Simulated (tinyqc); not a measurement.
A log to judge: Landau-Devonshire theory of a uniaxial ferroelectric. Computed by tinyqc. Command: `OMP_NUM_THREADS=1 python tinyqc.py 3005176 3005177 out.jsonl ferro walk`. One thread of a shared host (Intel(R) Xeon(R) Processor @ 2.30GHz), about 0.01 s of CPU time with the checks.

G(P) = (alpha/2) P^2 + (beta*/4) P^4 + (gamma/6) P^6 - E P per volume, SI units, one domain, P along the polar axis, which is normal to the film.

Inputs (values chosen for the exercise, modelled on lead titanate):
```
quantity,value,unit
alpha_0,723000,J m/(C^2 K)
Curie-Weiss temperature T0,752,K
beta,-3.02e+08,J m^5/C^4
gamma,1.49e+09,J m^9/C^6
temperature T,467,K
misfit strain u_m,-0.01,-
electrostriction Q12,-0.026,m^4/C^2
compliance s11 + s12,5.5e-12,m^2/N
applied field E,8.2,MV/m
start of Newton steps P0/Ps,0.35,-
```

Sample: epitaxial film.

Constants: eps_0 = 8.8541878128e-12 F/m.

Method:
- alpha = alpha_0 (T - T0*), with clamping: T0* = T0 + 4 Q12 u_m/(alpha_0 (s11 + s12)), beta* = beta + 4 Q12^2/(s11 + s12).
- Ps^2 = [-beta* + sqrt(beta*^2 - 4 alpha gamma)]/(2 gamma).
- chi = 1/(eps_0 G''), G'' = alpha + 3 beta* P^2 + 5 gamma P^4 at Ps. Ps, chi and the coercive field are for perfect screening, without a depolarising field. The intrinsic coercive field is |alpha P + beta* P^3 + gamma P^5| at the P_c where G'' = 0. 1 C/m^2 = 100 microcoulomb/cm^2.
- Solve G'(P) = alpha P + beta* P^3 + gamma P^5 - E = 0 by P(new) = P - G'/G'' from P0; stop when the step is below 1e-11 C/m^2 (G' under 1e-6 MV/m is shown as 0).

Newton steps:
```
step,P (microcoulomb/cm^2),G' (MV/m),G'' (MJ m/C^2)
1,23.6154,-9.79234e+01,-340.248
2,-5.1646,1.21811e+01,-393.575
3,-2.0696,-2.36213e-02,-394.901
4,-2.0756,0,-394.899
5,-2.0756,0,-394.899
```

Can the last value be used, and what does the course show?

No. The steps end on a root with G'' < 0, the maximum of G between the wells: the start lay inside P_c, where the curvature is negative. Reruns converge with start of Newton steps P0/Ps = 1.0; or with start of Newton steps P0/Ps = 2.0.
